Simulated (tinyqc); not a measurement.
# Worked calculation: read current of a NAND string, cells in series solved by shooting

Numbers from tinyqc (`OMP_NUM_THREADS=1 python tinyqc.py 2142026 2142027 out.jsonl`; about 0.5 s on one thread of a shared Intel Xeon 2.30GHz). Printed values are rounded.

Cells in series, numbered from 0 at the source line (0 V) to the bit line, each followed by a gap resistance Rg. A cell with gate Vg, threshold VT, source Vs and drain Vd passes I = 2 nf K Vt^2 [F(Vs) - F(Vd)]/(1 + th max(Vg - VT, 0)), F(V) = ln^2(1 + exp((Vg - VT - nf V)/(2 nf Vt))). The selected cell has Vg = Vr, the others Vg = Vp.

Inputs (values chosen for the exercise); values of the order met in vertical NAND strings:

| symbol | value | unit | meaning |
|---|---|---|---|
| T | 300 | K | temperature |
| K | 9.2 | uA/V^2 | gain factor of a cell |
| nf | 2.1 |  | slope factor |
| th | 0.09 | 1/V | mobility reduction factor |
| Rg | 2.3 | kohm | resistance of the gap between cells |
| Vbl | 0.3 | V | bit-line voltage |
| Vp | 7.3 | V | pass voltage |
| Vr | 2.89 | V | read voltage on the selected word line |

Constants: q = 1.602176634e-19 C, kB = 1.380649e-23 J/K, Vt = kB T/q. Results are converted to the units shown.

## Step 1: node voltages for a trial current

first trial current = 0.5 uA
thresholds from the source end, cell 0 to 3 (V): [3.1, 2.1, -0.6, 3.1]

For a trial current I start at 0 V and, cell by cell (the selected one is cell 1), solve for the drain: sqrt(F(Vd)) = sqrt(F(Vs) - I/k), k = 2 nf K Vt^2/(1 + th max(Vg - VT, 0)), Vd = [Vg - VT - 2 nf Vt ln(exp(sqrt F) - 1)]/nf, then add I Rg.

node voltage after each cell and gap, trial 1, cell 0 to 3 (V): [0.0190615, 0.109043, 0.122335, 0.142575]

## Step 2: node voltages for a trial current

second trial current = 0.78 uA

As before.

node voltage after each cell and gap, trial 2, cell 0 to 3 (V): [0.0298070, 0.196366, 0.217587, 0.250872]

## Course of the secant iteration

Secant steps on the end voltage less Vbl, from the two trials; a trial above the saturation current of a cell has no solution and is moved halfway to the previous trial. Stop below 1e-9 V.

Course of the iteration:
```
iteration    I (uA)  end voltage - Vbl (V)  halvings
1          0.907021                 0.0213         0
2          0.868629               -2.98e-3         0
3          0.873346               -1.87e-4         0
4          0.873662                1.63e-6         0
5          0.873660              -8.93e-10         0
```

Converged in 5 iterations to I = 0.87366 uA. The selected cell takes 67.4 % of the bit-line voltage and the gaps together 2.68 %.
